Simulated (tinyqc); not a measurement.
Self-heating of a transistor with one or more fingers, with temperature-dependent conductivity: one step, computed by the program tinyqc. Command: `OMP_NUM_THREADS=1 python tinyqc.py 3011013 3011014 out.jsonl selfheat walk`. One thread of a shared host (Intel(R) Xeon(R) Processor @ 2.30GHz), about 0.08 s of CPU time with the checks.

N long parallel fingers lie on the top face of a slab whose bottom is held at T_0; the top is otherwise insulated, and heat flows in two dimensions. P in W/mm is 1000 P in W/m.

Problem. Extra rise from ballistic phonons. Near a source smaller than the free path, Fourier's law overstates the flow. Rough estimate: a strip that emits phonons into a half space adds a resistance times area of 4 Lambda/(3 kappa_0), from the ballistic flux C v Delta T/4 with kappa_0 = C v Lambda/3, so Delta T_b = 4 Lambda P/(3 kappa_0 w); Knudsen number Lambda/w.

Inputs (values chosen for the exercise, modelled on silicon): conductivity at the base temperature kappa_0 = 120 W/(m K); power per gate width P = 3.9 W/mm; width of the heat source w = 1.3 micrometre; phonon free path Lambda = 110 nm.

Power: fixed power.

largest theta = 228.1757 K

Give: Knudsen number; ballistic rise Delta T_b; Delta T_b / largest theta.

Solution.

Knudsen number = 0.08462

ballistic rise Delta T_b = 3.667 K

Delta T_b / largest theta = 0.01607

By this estimate the ballistic term is at most a fifth of the Fourier rise.
